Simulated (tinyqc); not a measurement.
# Worked calculation: junctionless gate-all-around wire, depletion approximation

Program tinyqc, `OMP_NUM_THREADS=1 python tinyqc.py 2460063 2460064 out.jsonl`; Intel Xeon 2.30GHz, shared host, one thread, about 0.01 s. Printed values are rounded.

A uniformly doped n-type wire of radius R under a surrounding gate; long channel. Below flat band a shell from radius rc to R is fully depleted and the neutral core, at channel potential V (0 at the source, Vd at the drain), carries the current with constant mobility; s = (rc/R)^2 is the share of the cross-section that conducts. The edge of the depleted shell is taken as abrupt, so there is no subthreshold current.

Values chosen for this exercise; material values close to those of silicon: relative permittivity of the semiconductor eps_r = 11.7; relative permittivity of the gate insulator eox = 22; insulator thickness tox = 3.6 nm; wire radius R = 30 nm; donor density Nd = 1e18 cm^-3; flat-band voltage Vfb = 0.55 V; effective mobility in the wire mu = 90 cm^2/(V s); gate length L = 0.05 um; gate voltage Vg = 0.4 V; drain voltage Vd = 0.1 V.

Constants: q = 1.602176634e-19 C, eps0 = 8.8541878128e-14 F/cm where lengths are in cm. Results are converted to the units shown.

## Voltages that deplete the wire

Cox = eps0 eox/(R ln(1 + tox/R)); A = q Nd R^2/(4 eps0 eps_r); B = q Nd R/(2 Cox); VT = Vfb - A - B.

Cox = 5.72942 uF/cm^2
A = 0.347983 V
B = 0.0419461 V
VT = 0.160071 V

Of the 0.390 V needed, 10.8 % drops over the insulator. The device is normally off.

## Iteration 1: conducting share at the source by Newton steps

s at the start = 0.5

With V = 0: f = A (1 - s + s ln s) + B (1 - s) - (Vfb - Vg); f' = A ln s - B; s(new) = s - f/f'.

f = -0.0756371 V
f' = -0.283150 V
s after iteration 1 = 0.232872

## Iteration 2: conducting share at the source by Newton steps

As before.

f = 0.0310352 V
f' = -0.549050 V
s after iteration 2 = 0.289397

## Course of the iteration: conducting share at the source by Newton steps

Stop when s changes by less than 1e-11, or after 30 iterations. s must stay positive.

Course of the iteration:
```
iteration         s  |change|
1          0.232872     0.267
2          0.289397    0.0565
3          0.294075   4.68e-3
4          0.294103   2.80e-5
5          0.294103  9.89e-10
6          0.294103         0
```

Converged in 6 iterations. At the end the number of correct digits about doubles with each step.

## Core radius, conductance and current

s0 = 0.294103
sL = 0.125964

s solves Vfb - Vg + V = A (1 - s + s ln s) + B (1 - s), and s = 0 where the left side exceeds A + B. I = (q mu Nd pi R^2/L)[g(s0) - g(sL)], g = A (s^2/4 - (s^2/2) ln s) + B s^2/2, with s0 at V = 0 and sL at V = Vd. rc = R sqrt(s0); the small-signal conductance at Vd = 0 is q mu Nd pi R^2 s0/L.

rc at the source = 16.2694 nm
conductance = 23.9814 uS
I = 1.65727 uA
